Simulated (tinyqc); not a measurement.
# Disorder from G

Inverse problem. A flat band at zero energy with self-consistent Born disorder has G = 1/(z - D G), z = E + i eta. Find D and the half-width 2 sqrt(D) of the broadened level.

Inputs (values chosen for the exercise): bare broadening eta = 0.093 eV; energy from the band centre E = 0.019 eV.

G = 0.0902945-2.8683700i 1/eV

Answer. D = (z - 1/G)/G, which comes out real.

D = 0.0890 eV^2
half-width = 0.597 eV

tinyqc, about 0.01 s, one thread, Intel Xeon 2.30GHz (shared host): `OMP_NUM_THREADS=1 python tinyqc.py 2720032 2720033 out.jsonl`
